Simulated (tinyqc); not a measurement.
## Band offsets of oxides on a semiconductor by the charge-neutrality-level model: oxides compared

Each material has a charge-neutrality level at the depth Phi = chi + Eg - CNL below vacuum. For oxide B on semiconductor A, dEc = (chiA - PhiA) - (chiB - PhiB) + S (PhiA - PhiB), dEv = EgB - EgA - dEc, with the pinning factor S = 1/(1 + 0.1 (eps_inf - 1)^2) of the oxide. S = 1 is the affinity rule, S = 0 aligns the two levels.

The same for each oxide, with both limits.

Parameters, values chosen for the exercise; substrate values close to those of germanium:

| symbol | value | unit | meaning |
|---|---|---|---|
| EgA | 0.66 | eV | gap of the semiconductor |
| chiA | 4 | eV | its electron affinity |
| cA | 0.1 | eV | its charge-neutrality level above the valence edge |

Oxides (values chosen for the exercise, close to those of the materials named):

|  | Eg (eV) | chi (eV) | CNL above Ev (eV) | eps_inf |
|---|---|---|---|---|
| silicon dioxide | 9.21 | 0.92 | 4.38 | 2.18 |
| silicon nitride | 5.23 | 2.05 | 2.65 | 4.05 |
| aluminium oxide | 8.57 | 0.98 | 5.49 | 3.47 |
| hafnium oxide | 6.11 | 2.38 | 3.64 | 3.99 |
| zirconium oxide | 5.64 | 2.44 | 3.54 | 4.85 |
| titanium oxide | 3.1 | 4.01 | 2.16 | 7.61 |
| tantalum oxide | 4.38 | 3.23 | 3.23 | 4.75 |

Offsets:

|  | S | dEc (eV) | dEv (eV) | dEc, S = 1 (eV) | dEc, S = 0 (eV) |
|---|---|---|---|---|---|
| silicon dioxide | 0.87778 | 3.2254 | 5.3246 | 3.0800 | 4.2700 |
| silicon nitride | 0.51807 | 1.9837 | 2.5863 | 1.9500 | 2.0200 |
| aluminium oxide | 0.62108 | 2.8305 | 5.0795 | 3.0200 | 2.5200 |
| hafnium oxide | 0.52798 | 1.7569 | 3.6931 | 1.6200 | 1.9100 |
| zirconium oxide | 0.40286 | 1.5481 | 3.4319 | 1.5600 | 1.5400 |
| titanium oxide | 0.18625 | 0.30736 | 2.1326 | -0.010000 | 0.38000 |
| tantalum oxide | 0.41558 | 0.66481 | 3.0552 | 0.77000 | 0.59000 |

What does the table show?

Both offsets exceed 1 eV for: silicon dioxide, silicon nitride, aluminium oxide, hafnium oxide, zirconium oxide. dEc falls short for: titanium oxide, tantalum oxide. The choice of S matters most for silicon dioxide, where the limits differ by 1.19 eV.

Range of the model: The model ignores the chemistry of the actual interface, which can move offsets by several tenths of an eV.

Numbers from tinyqc (`OMP_NUM_THREADS=1 python tinyqc.py 2410121 2410122 out.jsonl`; about 0.01 s on one thread of a shared Intel Xeon 2.30GHz).
